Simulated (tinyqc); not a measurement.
Solubility, supersaturation, precipitation and gettering of an impurity in a silicon-like host: one step, computed by the program tinyqc. Command: `OMP_NUM_THREADS=1 python tinyqc.py 3019222 3019223 out.jsonl ripen walk`. One thread of a shared host (Intel(R) Xeon(R) Processor @ 2.30GHz), about 0.01 s of CPU time with the checks.

The wafer was saturated at T1 and is then held at T.

Problem. Denuded zone. Near a surface held at C_eq(T) the excess decays by out-diffusion over sqrt(D t) and by capture over L_s = sqrt(D tau_f) = (4 pi n r_f)^(-1/2); the shorter length sets the depth from which the surface draws.

Inputs (values chosen for the exercise, modelled on iron in silicon):
```
quantity,value,unit
temperature of saturation T1,1350,K
anneal temperature T,896,K
anneal time t,810,s
wafer thickness w,400,micrometre
```

Gettering: relaxation gettering at sinks.

D(T) = 1.178484e-07 cm^2/s

tau_f = 1305.291 s

Give: sqrt(D t); capture length L_s; L_s/w.

Solution.

sqrt(D t) = 97.70 micrometre

capture length L_s = 124.0 micrometre

L_s/w = 0.3101

In the time given a surface draws only from within about sqrt(D t), which is shorter than L_s; in a longer anneal the sinks would keep this depth to about L_s. Caution: the barrier to homogeneous nucleation is below 35 k_B T for these inputs, so new precipitates would form and outnumber the fixed sinks assumed here.
